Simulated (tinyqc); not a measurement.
Charge neutrality of a doped semiconductor with incomplete ionisation: one step, computed by the program tinyqc. Command: `OMP_NUM_THREADS=1 python tinyqc.py 3008532 3008533 out.jsonl dopant walk`. One thread of a shared host (Intel(R) Xeon(R) Processor @ 2.30GHz), about 0.03 s of CPU time with the checks.

Energies are counted from the top of the valence band; E_D is measured down from the conduction band and E_A up from the valence band.

Task: Densities at the solution. n = N_c F_1/2((E_F - E_g)/k_B T), p = N_v F_1/2(-E_F/k_B T). F_1/2(eta) = (2/sqrt(pi)) int_0^infinity sqrt(x)/(1 + exp(x - eta)) dx, by the trapezoid rule in t = sqrt(x) with step 0.02 up to t = 12 (for eta < -12 by exp(eta) - exp(2 eta)/2^(3/2)). N_D+ = N_D/(1 + g_D exp((E_F - E_g + E_D)/k_B T)).

Inputs (values chosen for the exercise, modelled on ZnO):
```
quantity                value   unit
donor density N_D     1.4e+16  cm^-3
donor depth E_D        0.0444     eV
donor degeneracy g_D        2      -
temperature T             600      K
```

Doping: n-type. Statistics of the bands: Fermi-Dirac.

Fermi level E_F (last iterate) = 2.951161 eV

gap E_g = 3.293823 eV

N_c = 1.051608e+19 cm^-3

N_v = 5.357335e+19 cm^-3

k_B T = 0.05170400 eV

Give: majority density n; minority density p; ionised share of the donors; distance of E_F from the majority band edge.

Result:

majority density n = 1.391e+16 cm^-3

minority density p = 8.715e-06 cm^-3

ionised share of the donors = 0.9938

distance of E_F from the majority band edge = 0.3427 eV
